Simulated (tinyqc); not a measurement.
# Changing the thickness t

Model: domain walls in a thin film with perpendicular anisotropy: Bloch, Neel and chiral walls, motion and stripe domains. Computed by tinyqc, a small Python program. Command: `OMP_NUM_THREADS=1 python tinyqc.py 3011554 3011555 out.jsonl mwall sweep`. One thread of a shared host (Intel(R) Xeon(R) Processor @ 2.30GHz), about 0.02 s of CPU time with the checks.

One-dimensional wall: polar angle theta(x), azimuth phi of the moment in the wall (phi = 0 Neel, 90 degrees Bloch). mu_0 = 1.25663706212e-6 T m/A, gamma = 1.76085963023e11 rad/(s T).

Inputs (values chosen for the exercise, for a model film):

| quantity | value | unit |
|---|---|---|
| saturation magnetisation M_s | 1060 | kA/m |
| exchange stiffness A | 8.6 | pJ/m |
| uniaxial anisotropy K_u | 859 | kJ/m^3 |
| DMI constant D | 0.064 | mJ/m^2 |

Method:
- K_eff = K_u - mu_0 M_s^2/2; Delta = sqrt(A/K_eff); sigma_0 = 4 sqrt(A K_eff); profile theta = 2 arctan exp(x/Delta); quality factor Q = 2 K_u/(mu_0 M_s^2).
- sigma(phi) = sigma_0 + 2 Delta K_D cos^2(phi) - pi D cos(phi), with the wall shape anisotropy K_D = N_x mu_0 M_s^2/2, N_x = t ln 2/(pi Delta). The minimum has cos(phi) = D/D_N for D < D_N = 4 Delta K_D/pi and phi = 0 beyond; sigma turns negative at D_c = (sigma_0 + 2 Delta K_D)/pi.
- Dipolar length l = sigma/(mu_0 M_s^2); for t much smaller than the period the domain width is w = 0.955 t exp(pi l/t) (Kaplan and Gehring), given as log10 of w in nm.

One run for each value:

| thickness t (nm) | D_N (mJ/m^2) | wall energy sigma (mJ/m^2) | log10 of the domain width in nm |
|---|---|---|---|
| 0.50 | 0.09916 | 4.5238 | 8.4216 |
| 0.69 | 0.13684 | 4.5416 | 6.1791 |
| 0.97 | 0.19238 | 4.5552 | 4.5046 |
| 1.30 | 0.25782 | 4.5637 | 3.4862 |
| 1.90 | 0.37682 | 4.5716 | 2.5838 |
| 2.60 | 0.51564 | 4.5762 | 2.0957 |
| 3.60 | 0.71397 | 4.5796 | 1.7656 |
| 5.00 | 0.99162 | 4.5822 | 1.5645 |

Over the rows, D_N (mJ/m^2) rises from 0.0992 to 0.992 (exponent d ln y / d ln x about 1.0 throughout); wall energy sigma (mJ/m^2) rises from 4.524 to 4.582 (exponent d ln y / d ln x 0.012 between the first rows and 0.0017 between the last); log10 of the domain width in nm falls from 8.42 to 1.56. D, K_u and M_s are held fixed; interface terms in a real film fall as 1/t.

Caution (rows 3.60, 5.00): the domains are not wide against the wall, so the thin-wall formula fails. Caution (rows 5.00): the formula for N_x assumes a film much thinner than the wall width.

Extremes, crossings and ranges named in words are read from the listed rows.
